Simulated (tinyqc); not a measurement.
Specific resistance of a metal-semiconductor contact and its transmission-line measurement: one step, computed by the program tinyqc.

The barrier is parabolic (depletion approximation), energies E are normal energies counted from the band edge in the neutral semiconductor (downwards for holes), and the bias is zero. xi is an input, held fixed when other inputs move.

Question. Transmission and supply. WKB transmission for E < E_b, with a = E/E_b: D = exp{-(E_b/E_00) [sqrt(1 - a) - a ln((1 + sqrt(1 - a))/sqrt(a))]}; D = 1 above. f = 1/(1 + exp((E - xi)/k_B T)).

Inputs (values chosen for the exercise, modelled on n-type In0.53Ga0.47As): Fermi level above the band edge in the bulk, xi = 0.52 eV; temperature T = 400 K.

Image-force lowering: included.

barrier used, above the bulk band edge = 0.5512961 eV

E_00 = 120.0759 meV

Constants: k_B = 8.617333262e-05 eV/K.

Give: E, D, f and D f at E/E_b = 0.05, 0.15, 0.3, 0.45, 0.6, 0.75, 0.9, 0.98.

Answer.

E, D, f and D f at E/E_b = 0.05, 0.15, 0.3, 0.45, 0.6, 0.75, 0.9, 0.98:
```
E/E_b   E (eV)        D        f      D f
0.05   0.02756  0.01878  1.00000  0.01878
0.15   0.08269  0.04373  1.00000  0.04373
0.30   0.16539  0.11363  0.99997  0.11363
0.45   0.24808  0.23840  0.99963  0.23831
0.60   0.33078  0.42737  0.99589  0.42562
0.75   0.41347  0.66756  0.95650  0.63852
0.90   0.49617  0.90591  0.66629  0.60360
0.98   0.54027  0.99135  0.35708  0.35399
```
